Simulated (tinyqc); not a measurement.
UHF in the sto-3g basis, for H4, spin multiplicity 3, step by step. One step of it, computed by the program tinyqc.

Question. Iteration 3: building the Fock matrix. J_ij = sum D_kl (ij|kl) with D = D(alpha) + D(beta), K_ij = sum D_kl (ik|jl) for each spin; F = H + J - K(s); E = tr D H + tr D J / 2 - 0.5 sum_s tr D(s) K(s) + E_nn.

D(alpha) after iteration 2, lower triangle:
```
           1H 1s      2H 1s      3H 1s     4H 1s
1H 1s   0.581572
2H 1s   0.148840   0.735144
3H 1s  -0.453703   0.058621   0.663087
4H 1s   0.089365  -0.056047  -0.197832  1.041961
```

D(beta) after iteration 2, lower triangle:
```
           1H 1s      2H 1s      3H 1s     4H 1s
1H 1s   0.528336
2H 1s   0.329581   0.261893
3H 1s  -0.166618  -0.187907   0.196980
4H 1s  -0.002121   0.013022  -0.022221  0.003780
```

core Hamiltonian H = T + V (hartree), lower triangle:
```
           1H 1s      2H 1s      3H 1s      4H 1s
1H 1s  -1.169193
2H 1s  -0.487436  -1.484754
3H 1s  -0.082048  -0.756020  -1.484584
4H 1s  -0.003893  -0.081888  -0.486682  -1.168867
```

Two-electron integrals (ij|kl) in chemists' order, unique and non-zero (hartree):
```
(11|11) 0.774606   (21|11) 0.154612   (21|21) 0.046085   (22|11) 0.360368
(22|21) 0.154612   (22|22) 0.774606   (31|11) 0.016492   (31|21) 0.005657
(31|22) 0.022879   (31|31) 0.000809   (32|11) 0.107521   (32|21) 0.045191
(32|22) 0.239783   (32|31) 0.007998   (32|32) 0.100741   (33|11) 0.203700
(33|21) 0.080931   (33|22) 0.427677   (33|31) 0.016492   (33|32) 0.239783
(33|33) 0.774606   (41|11) 0.000441   (41|21) 0.000172   (41|22) 0.000819
(41|31) 0.000029   (41|32) 0.000339   (41|33) 0.000819   (41|41) 1.21e-06
(42|11) 0.008215   (42|21) 0.003232   (42|22) 0.016455   (42|31) 0.000602
(42|32) 0.007981   (42|33) 0.022832   (42|41) 0.000029   (42|42) 0.000806
(43|11) 0.045509   (43|21) 0.016753   (43|22) 0.080799   (43|31) 0.003233
(43|32) 0.045116   (43|33) 0.154350   (43|41) 0.000172   (43|42) 0.005637
(43|43) 0.045945   (44|11) 0.131309   (44|21) 0.045566   (44|22) 0.203622
(44|31) 0.008229   (44|32) 0.107468   (44|33) 0.360147   (44|41) 0.000441
(44|42) 0.016455   (44|43) 0.154350   (44|44) 0.774606
```

nuclear repulsion = 1.73180648 hartree

Give: Coulomb J; exchange K(alpha); exchange K(beta); F(alpha); F(beta); total energy of this density.

Answer.

Coulomb J (hartree), lower triangle:
```
        1H 1s   2H 1s   3H 1s   4H 1s
1H 1s  1.6106
2H 1s  0.4608  1.7738
3H 1s  0.0648  0.6638  1.6206
4H 1s  0.0024  0.0601  0.4049  1.4049
```

exchange K(alpha) (hartree), lower triangle:
```
         1H 1s   2H 1s   3H 1s   4H 1s
1H 1s   0.5167
2H 1s   0.2224  0.6926
3H 1s  -0.0145  0.3283  0.5860
4H 1s  -0.0056  0.0276  0.1854  0.7758
```

exchange K(beta) (hartree), lower triangle:
```
         1H 1s    2H 1s   3H 1s   4H 1s
1H 1s   0.5158
2H 1s   0.2261   0.2439
3H 1s   0.0103   0.0210  0.0835
4H 1s  -0.0062  -0.0048  0.0124  0.0036
```

F(alpha) (hartree), lower triangle:
```
         1H 1s    2H 1s    3H 1s    4H 1s
1H 1s  -0.0753
2H 1s  -0.2490  -0.4036
3H 1s  -0.0028  -0.4205  -0.4500
4H 1s   0.0042  -0.0493  -0.2672  -0.5398
```

F(beta) (hartree), lower triangle:
```
         1H 1s    2H 1s    3H 1s   4H 1s
1H 1s  -0.0744
2H 1s  -0.2527   0.0452
3H 1s  -0.0276  -0.1132   0.0524
4H 1s   0.0048  -0.0170  -0.0942  0.2324
```

total energy of this density = -1.549935 hartree

This density is a damped mixture and is not idempotent.
